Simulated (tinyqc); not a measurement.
CMOS latch-up, two-transistor model: effect of the temperature.

A parasitic pnp (emitter at Vdd, base shunted by Rw) and npn (emitter at ground, base shunted by Rs) feed each other: the npn collector current flows out of the pnp base node, the pnp collector current into the npn base node. Forward-active transistors with constant gains: Icn = Isn exp(Vn/Vt), Icp = Isp (exp(Vp/Vt) - 1). A current Ii is injected into the npn base node.

Isn, Isp and Von are given at 400 K; the currents scale as T^3 exp(-1.12 V/Vt), Von falls by 1.5 mV/K, gains and resistances are fixed. Node equations: Vp/Rw + Icp/bp = Icn and Vn/Rs + Icn/bn = Icp + Ii. Loop gain G = gn gp/[(1/Rw + gp/bp)(1/Rs + gn/bn)], gn = Icn/Vt, gp = (Icp + Isp)/Vt; the off state ends where G = 1, and Ii there is the trigger current. On state with both base-emitter voltages at Von: npn base current Ib = (Von/Rs + bp Von/Rw)/(bn bp - 1), holding current Ih = (bn + 1) Ib + Von/Rs, holding voltage Vh = Vsat + Von + R2 (Ib + Von/Rs).

Parameters, values chosen for the exercise; values close to those of bulk CMOS:

| symbol | value | unit | meaning |
|---|---|---|---|
| bn | 13.2 |  | current gain of the npn |
| bp | 5.6 |  | current gain of the pnp |
| Isn | 7.1e-10 | A | saturation current of the npn at the reference temperature |
| Isp | 2.3e-10 | A | saturation current of the pnp at the reference temperature |
| Rs | 690 | ohm | substrate resistance shunting the npn |
| Rw | 220 | ohm | well resistance shunting the pnp |
| R2 | 84 | ohm | resistance from the pnp collector to the npn base |
| Von | 0.53 | V | base-emitter voltage in the on state |
| Vsat | 0.12 | V | saturation voltage |
| Vdd | 3.3 | V | supply voltage |

Constants: q = 1.602176634e-19 C, kB = 1.380649e-23 J/K, Vt = kB T/q. Results are converted to the units shown.

Effect of the temperature:
```
T (K)	Vn at trigger (V)	trigger current (mA)	Ih (mA)	Vh (V)
233	0.8079	1.408	5.220	1.020
263	0.7576	1.314	4.919	0.9678
293	0.7057	1.217	4.618	0.9160
323	0.6523	1.118	4.317	0.8641
353	0.5973	1.017	4.016	0.8122
383	0.5405	0.9122	3.715	0.7603
413	0.4817	0.8049	3.414	0.7085
443	0.4207	0.6939	3.113	0.6566
```

Read the table: what changes, and by how much?

As T goes from 233 to 443 K, the trigger current falls from 1.41 to 0.694 mA, Ih falls from 5.22 to 3.11 mA and Vh falls from 1.02 to 0.657 V. Vh exceeds the supply Vdd = 3.3 V, which then cannot sustain a latched state, in 0 of the 8 rows.

Computed by the program tinyqc: `OMP_NUM_THREADS=1 python tinyqc.py 2670022 2670023 out.jsonl`, one thread of a shared Intel Xeon 2.30GHz, about 0.04 s for the whole run.
